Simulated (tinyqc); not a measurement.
Coverage along the feature as the dose grows: atomic layer deposition: Langmuir saturation, growth per cycle and coating of deep features. Computed by tinyqc, a small Python program. Command: `OMP_NUM_THREADS=1 python tinyqc.py 3009397 3009398 out.jsonl ald walk`. One thread of a shared host (Intel(R) Xeon(R) Processor @ 2.30GHz), about 0.03 s of CPU time with the checks.

Precursor A sticks only on free sites, so a long enough pulse saturates; co-reactant B then frees the sites again.

Inputs (values chosen for the exercise, modelled on zinc oxide from diethylzinc and water): precursor mass M = 124 u; site density q = 7.4 1/nm^2; sticking probability beta on free sites = 0.072; precursor pressure p = 15 Pa; temperature T = 200 C; pulse time t = 0.00088 s; desorption energy E_d = 1.59 eV; aspect ratio a = 76.

Feature: long trench.

Constants: u = 1.6605390666e-27 kg; k_B = 1.380649e-23 J/K; k_B = 8.617333262e-05 eV/K.

Method:
- Wall flux F = p/sqrt(2 pi M k_B T); rate of filling k_a = beta F/q; desorption k_d = 1e13 exp(-E_d/(k_B T)) per second. 1/m^2 = 1e-18/nm^2.
- Temperatures in kelvin are T(C) + 273.15.
- Diffusion-limited filling (Gordon) of a long trench of width w, hydraulic diameter 2w, so that a is replaced by a/2 in the hole formula: t = (q/F)(1 + 19a/8 + 3a^2/8). Reaction-limited filling needs ln(100)/k_a at any depth, k_a = beta F/q. Flow is molecular. The front picture holds when the modulus (a/2) sqrt(beta) is well above 1.
- Depth reached by the given pulse: solve the same formula for a. Exposure = p x diffusion-limited time; 1 langmuir = 1.33322e-4 Pa s.
- Continuum model with steady gas transport: d2n/dz2 = 3 beta (1 - th) n/d_h^2 (d_h the hydraulic diameter, n = 1 at the mouth, no flux at the floor, 60 cells), d th/dt = beta F n (1 - th)/q; no desorption. Times are multiples of the larger of the Gordon time and ln(100)/k_a.

diffusion-limited time = 0.106466 s

time to 99 % without desorption, ln(100)/k_a = 0.00290082 s

flux F = 163164 1/(nm^2 s)

modulus = 10.1965

Coverage:
```
multiple    t (s)  top cell  quarter depth  half depth  three quarters  floor cell
0.05      0.00532         1          0.302       0.005           0.000       0.000
0.10      0.01065         1          0.815       0.027           0.000       0.000
0.20      0.02129         1          1.000       0.263           0.004       0.000
0.40      0.04259         1          1.000       0.990           0.113       0.003
0.60      0.06388         1          1.000       1.000           0.736       0.041
0.80      0.08517         1          1.000       1.000           0.997       0.335
1.00      0.10647         1          1.000       1.000           1.000       1.000
1.30      0.13841         1          1.000       1.000           1.000       1.000
```

What follows from these numbers?

At a multiple of 0.2 the coverage is 1.00 at the top and 0.00 at the floor. The walls fill from the top down behind a front whose depth grows as sqrt(t), since the modulus is well above 1. In the last row the floor reaches 1.000. Caution: for a long trench the a/2 rule ignores the ln(a)/a transmission of a slit, so times at large a are too long.
